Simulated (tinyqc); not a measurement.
Carrier lifetime from Shockley-Read-Hall, radiative, Auger and surface recombination: one step, computed by the program tinyqc.

Energies are counted from the top of the valence band. Boltzmann statistics, full ionisation, and equal excess densities of electrons and holes.

Task: Equilibrium densities. N_c = 2 M_c (2 pi m_e k_B T/h^2)^(3/2) and N_v = 2 (2 pi m_h k_B T/h^2)^(3/2), masses in units of m_0. n_i = sqrt(N_c N_v) exp(-E_g/2 k_B T); majority density N/2 + sqrt(N^2/4 + n_i^2), minority density n_i^2 over it.

Inputs (values chosen for the exercise, with bands modelled on GaSb): gap E_g = 0.726 eV; electron mass m_e = 0.0399 m_0; valleys M_c = 1; hole mass m_h = 0.39 m_0; temperature T = 250 K; doping N = 5.4e+15 cm^-3.

Doping: n-type. Surface term: two equal surfaces.

Constants: m_0 = 9.1093837015e-31 kg; k_B = 1.380649e-23 J/K; h = 6.62607015e-34 J s; k_B = 8.617333262e-05 eV/K.

Give: N_c; N_v; n_i; n_0; p_0.

Result:

N_c = 1.521e+17 cm^-3

N_v = 4.649e+18 cm^-3

n_i = 4.046e+10 cm^-3

n_0 = 5.400e+15 cm^-3

p_0 = 3.032e+05 cm^-3
